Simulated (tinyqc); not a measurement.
Gate-all-around wire, scale length and short-channel effects: one step of the calculation.

A round wire of diameter ts in an insulator shell of thickness ti under a surrounding gate. Below threshold the potential that source and drain add obeys Laplace's equation and vanishes on the gate. Its lowest mode decays along the channel as exp(-k y); k is the smallest positive root of the matching condition at the interface, and the scale length is Lambda = pi/k.

Task. Decay constant by Newton steps. f(k) = ei J0(u)[J1(u) Y0(v) - Y1(u) J0(v)] - eps_r J1(u)[J0(u) Y0(v) - Y0(u) J0(v)], u = k ts/2, v = u + k ti; f' by a central difference with +/- 1e-5 1/nm; k(new) = k - f/f'.

Inputs (values chosen for the exercise); permittivities: semiconductor close to that of indium arsenide, insulator close to that of hafnium oxide: relative permittivity of the semiconductor eps_r = 15.4; relative permittivity of the insulator ei = 21; insulator thickness ti = 12 nm; wire diameter ts = 12 nm.

k after iteration 1 = 0.13893432 1/nm

Find: f; f'; k after iteration 2.

Result.

f = 0.09902
f' = -140.2 nm
k after iteration 2 = 0.1396 1/nm

Program tinyqc, `OMP_NUM_THREADS=1 python tinyqc.py 2420115 2420116 out.jsonl`; Intel Xeon 2.30GHz, shared host, one thread, about 0.01 s.
